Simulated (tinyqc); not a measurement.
Inside a calculation. Model: read current of a NAND string, cells in series solved by shooting.

Numbers from tinyqc (`OMP_NUM_THREADS=1 python tinyqc.py 2142209 2142210 out.jsonl`; about 0.4 s on one thread of a shared Intel Xeon 2.30GHz). Printed values are rounded.

Cells in series, numbered from 0 at the source line (0 V) to the bit line, each followed by a gap resistance Rg. A cell with gate Vg, threshold VT, source Vs and drain Vd passes I = 2 nf K Vt^2 [F(Vs) - F(Vd)]/(1 + th max(Vg - VT, 0)), F(V) = ln^2(1 + exp((Vg - VT - nf V)/(2 nf Vt))). The selected cell has Vg = Vr, the others Vg = Vp.

Parameters, values chosen for the exercise; values of the order met in vertical NAND strings:
```
symbol  value    unit                                 meaning
T         358       K                             temperature
K         4.1  uA/V^2                   gain factor of a cell
nf        1.6                                    slope factor
th       0.14     1/V               mobility reduction factor
Rg         14    kohm     resistance of the gap between cells
Vbl       0.3       V                        bit-line voltage
Vp          6       V                            pass voltage
Vr       2.01       V  read voltage on the selected word line
```

Constants: q = 1.602176634e-19 C, kB = 1.380649e-23 J/K, Vt = kB T/q. Results are converted to the units shown.

## Step 1: node voltages for a trial current

first trial current = 0.097 uA
thresholds from the source end, cell 0 to 4 (V): -2.3  -2.3  -2.3  4.6  1.5

For a trial current I start at 0 V and, cell by cell (the selected one is cell 4), solve for the drain: sqrt(F(Vd)) = sqrt(F(Vs) - I/k), k = 2 nf K Vt^2/(1 + th max(Vg - VT, 0)), Vd = [Vg - VT - 2 nf Vt ln(exp(sqrt F) - 1)]/nf, then add I Rg.

node voltage after each cell and gap, trial 1, cell 0 to 4 (V): 0.00752429  0.0150575  0.0225998  0.0449637  0.113252

## Step 2: node voltages for a trial current

second trial current = 0.14 uA

As before.

node voltage after each cell and gap, trial 2, cell 0 to 4 (V): 0.0108621  0.0217430  0.0326427  0.0654694  0.190132

## Course of the secant iteration

Secant steps on the end voltage less Vbl, from the two trials; a trial above the saturation current of a cell has no solution and is moved halfway to the previous trial. Stop below 1e-9 V.

Course of the iteration:
```
iteration    I (uA)  end voltage - Vbl (V)  halvings
1          0.170725                 0.0248         1
2          0.165060                -0.0243         0
3          0.167860               -5.00e-3         0
4          0.168587                1.18e-3         0
5          0.168448               -5.19e-5         0
6          0.168454               -5.30e-7         0
7          0.168454               2.39e-10         0
```

Converged in 7 iterations to I = 0.16845 uA. The selected cell takes 72.8 % of the bit-line voltage and the gaps together 3.93 %.
